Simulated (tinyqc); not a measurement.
Pinning factor and decay constant from two barriers.

Problem. phiB = S (phiM - chi) + (1 - S)(Eg - E0) with S = 1/(1 + (1/S0 - 1) exp(-be ti)). Find S0, S at the given thickness and be.

Values chosen for this exercise; semiconductor values close to those of gallium nitride; interlayer mass of the order of that in silicon dioxide, offset chosen freely:
- Eg = 3.36 eV (band gap)
- chi = 4.24 eV (electron affinity)
- E0 = 2.3 eV (charge-neutrality level above the valence band)
- phiM = 4.42 eV (metal work function)

phiB at ti = 0, 0.3 nm (eV): 0.532  0.32715287

Answer. Each barrier gives its S by linear interpolation between the pinned and the unpinned value; the ratio of the two values of 1/S - 1 is exp(be ti).

S0 = 0.6000
S = 0.8328
be = 4.000 1/nm

Program tinyqc, `OMP_NUM_THREADS=1 python tinyqc.py 2270088 2270089 out.jsonl`; Intel Xeon 2.30GHz, shared host, one thread, about 0.02 s.
